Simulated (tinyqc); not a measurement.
Worked calculation: carrier statistics of a doped semiconductor with parabolic bands. Values are carried at full precision from step to step, so a last printed digit may differ when a step is redone from the rounded ones.

Constants: kB = 8.617333262e-05 eV/K; hbar^2/2m0 = 3.80998211 eV angstrom^2.

Inputs chosen for the exercise (near those of GaN; not measured data):
- Eg0 = 3.533 eV (gap at 0 K)
- al = 0.000887 eV/K (Varshni alpha)
- be = 840 K (Varshni beta)
- T = 225 K
- ml = 0.199 m0 (longitudinal electron mass)
- mt = 0.199 m0 (transverse electron mass)
- Mv = 1 (equivalent valleys)
- mhh = 1.43 m0 (heavy-hole mass)
- mlh = 0.305 m0 (light-hole mass)
- ND = 2.3e+16 1/cm^3 (donors)
- NA = 1.1e+16 1/cm^3 (acceptors)
- ED = 0.0231 eV (donor level below Ec)
- EA = 0.174 eV (acceptor level above Ev)

## Gap and thermal energy

Eg(T) = Eg0 - al T^2/(T + be) (Varshni).

Eg = 3.49084 eV
kT = 0.019389 eV

The gap has shrunk by 42.2 meV from 0 K and is 180.0 kT wide.

## Effective densities of states

m_de = Mv^(2/3) (ml mt^2)^(1/3); m_dh = (mhh^(3/2) + mlh^(3/2))^(2/3); N = 2 (m kB T/(4 pi c))^(3/2) with c = hbar^2/2m0, in 1/angstrom^3; times 1e24 for 1/cm^3.

m_de = 0.1990 m0
m_dh = 1.5224 m0
Nc = 1.4469e+18 1/cm^3
Nv = 3.0617e+19 1/cm^3

The light holes supply 9.0 % of Nv, and Nc/Nv = 0.0473.

## Intrinsic density and level

With Boltzmann statistics ni = sqrt(Nc Nv) exp(-Eg/2kT) and Ei = Eg/2 + (kT/2) ln(Nv/Nc), counted from Ev.

ni = 5.34e-21 1/cm^3
Ei = 1.7750 eV

Ei lies 29.6 meV above midgap, towards the band with the smaller density of states.

## Neutrality by bisection

Energies are counted from Ev, so Ec = Eg. n = Nc F_1/2((EF - Eg)/kT), p = Nv F_1/2(-EF/kT), ND+ = ND/(1 + 2 exp((EF - Eg + ED)/kT)), NA- = NA/(1 + 4 exp((EA - EF)/kT)); neutrality asks p + ND+ = n + NA-. F_j(eta) = (1/Gamma(j + 1)) integral_0^infinity x^j dx/(1 + exp(x - eta)), which tends to exp(eta) for eta << 0.

Start from the bracket [-0.2 eV, Eg + 0.2 eV]; at the midpoint EF take the sign of p + ND+ - n - NA-; where it is positive EF must rise. Fourteen steps are shown.

Bisection (eV, 1/cm^3):
```
step,low,high,EF,n,p,ND+,NA-,sign
1,-0.20000,3.69084,1.74542,1.16e-21,2.46e-20,2.30e+16,1.10e+16,+
2,1.74542,3.69084,2.71813,7.12,4.00e-42,2.30e+16,1.10e+16,+
3,2.71813,3.69084,3.20448,5.58e+11,5.11e-53,2.30e+16,1.10e+16,+
4,3.20448,3.69084,3.44766,1.50e+17,1.83e-58,1.34e+16,1.10e+16,-
5,3.20448,3.44766,3.32607,2.95e+14,9.67e-56,2.30e+16,1.10e+16,+
6,3.32607,3.44766,3.38686,6.77e+15,4.20e-57,2.23e+16,1.10e+16,+
7,3.38686,3.44766,3.41726,3.23e+16,8.76e-58,2.00e+16,1.10e+16,-
8,3.38686,3.41726,3.40206,1.48e+16,1.92e-57,2.15e+16,1.10e+16,-
9,3.38686,3.40206,3.39446,1.00e+16,2.84e-57,2.20e+16,1.10e+16,+
10,3.39446,3.40206,3.39826,1.22e+16,2.33e-57,2.18e+16,1.10e+16,-
11,3.39446,3.39826,3.39636,1.10e+16,2.57e-57,2.19e+16,1.10e+16,-
12,3.39446,3.39636,3.39541,1.05e+16,2.70e-57,2.19e+16,1.10e+16,+
13,3.39541,3.39636,3.39589,1.08e+16,2.64e-57,2.19e+16,1.10e+16,+
14,3.39589,3.39636,3.39613,1.09e+16,2.61e-57,2.19e+16,1.10e+16,-
```

Each step halves the bracket, which is 0.475 meV wide at the last row.

## The neutral state

Solve the neutrality condition for EF to convergence.

EF = 3.3961 eV
n = 1.09e+16 1/cm^3
p = 2.61e-57 1/cm^3
ND+ = 2.19e+16 1/cm^3
NA- = 1.10e+16 1/cm^3

The material is n-type; 95.3 % of the donors are ionised. EF lies 4.88 kT inside the gap from the conduction edge, so Boltzmann statistics would serve; n p/(Nc Nv exp(-Eg/kT)) = 0.997.

## Checks

- F_1/2(1) by the trapezoid rule against adaptive quadrature: both 1.575641.
- Positive against negative charge at the solution (1/cm^3): both 2.19096e+16.

Computed by tinyqc, a small Python program: `OMP_NUM_THREADS=1 python tinyqc.py 1650530 1650531 out.jsonl` (the numbers bound the seed that draws the inputs); one thread of a shared host (Intel(R) Xeon(R) Processor @ 2.30GHz), about 0.01 s for the whole set of steps.
